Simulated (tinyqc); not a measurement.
## Undoped symmetric double-gate MOSFET, analytic potential model: output curve

An undoped body of thickness ts between two equal insulators and tied gates; long channel, electrons only, n = ni exp((psi - V)/Vt) with V the quasi-Fermi potential (0 at the source, Vd at the drain), constant mobility, no quantisation. Across the body psi(x) = V - 2 Vt ln[(ts/(2 beta)) sqrt(q ni/(2 eps0 eps_r Vt)) cos(2 beta x/ts)], x from the centre. Q is the electron charge per area of the whole body.

ni = sqrt(Nc Nv) exp(-Eg/(2 Vt)), Eg in volts; r = eps_r tox/(eox ts); V0 = dphi + 2 Vt ln[(2/ts) sqrt(2 eps0 eps_r Vt/(q ni))]. beta (between 0 and pi/2) solves (Vg - V0 - V)/(2 Vt) = ln(beta) - ln(cos beta) + 2 r beta tan(beta). Q = 8 eps0 eps_r Vt beta tan(beta)/ts; I = mu (1/L)(4 eps0 eps_r/ts)(2 Vt)^2 [g(beta_s) - g(beta_d)] per width, g = beta tan(beta) - beta^2/2 + r beta^2 tan^2(beta), with beta_s at V = 0 and beta_d at V = Vd.

Parameters, values chosen for the exercise; material values close to those of In0.53Ga0.47As:
- T = 300 K (temperature)
- Eg = 0.747 eV (band gap)
- eps_r = 13.9 (relative permittivity of the semiconductor)
- Nc = 2.1e17 cm^-3 (conduction-band density of states at T)
- Nv = 7.62e18 cm^-3 (valence-band density of states at T)
- eox = 26.2 (relative permittivity of the gate insulator)
- tox = 3.6 nm (insulator thickness)
- ts = 6 nm (body thickness)
- dphi = 0.1 V (gate work function less that of the intrinsic body)
- mu = 470 cm^2/(V s) (channel mobility)
- L = 0.2 um (gate length)
- Vg = 0.81 V (gate voltage)

Constants: q = 1.602176634e-19 C, kB = 1.380649e-23 J/K, Vt = kB T/q, eps0 = 8.8541878128e-14 F/cm where lengths are in cm. Results are converted to the units shown.

Output curve:
```
Vd (V)	Qd (nC/cm^2)	Qd/Qs	I (uA/um)
0.06	2068	0.7724	334.2
0.11	1588	0.5931	548.8
0.17	1057	0.3949	734.6
0.22	668.6	0.2497	835.4
0.28	296.0	0.1105	902.0
0.33	99.78	0.03727	924.0
0.38	20.58	0.007686	930.1
0.44	2.197	8.206e-4	931.3
0.49	0.3204	1.196e-4	931.4
```

The current rises from 334 to 931 uA/um, while the charge at the drain end falls from 0.77 to 1.2e-4 of that at the source. The current first comes within 1 % of its last value at Vd = 0.33 V among the rows. Over the last rows Qd falls by a factor of e for each Vt of drain voltage: the drain end is in weak inversion. In every row the surface density at the source passes 0.3 Nc, where Boltzmann statistics fail. For Vd = 0.17 to 0.49 V mu V/L, with V the smaller of Vd and Vg - V0, passes 3e6 cm/s, so velocity saturation would lower the current. In every row the body is thin enough for quantum confinement, left out here, to raise the threshold.

Numbers from tinyqc (`OMP_NUM_THREADS=1 python tinyqc.py 2440080 2440081 out.jsonl`; about 0.01 s on one thread of a shared Intel Xeon 2.30GHz).
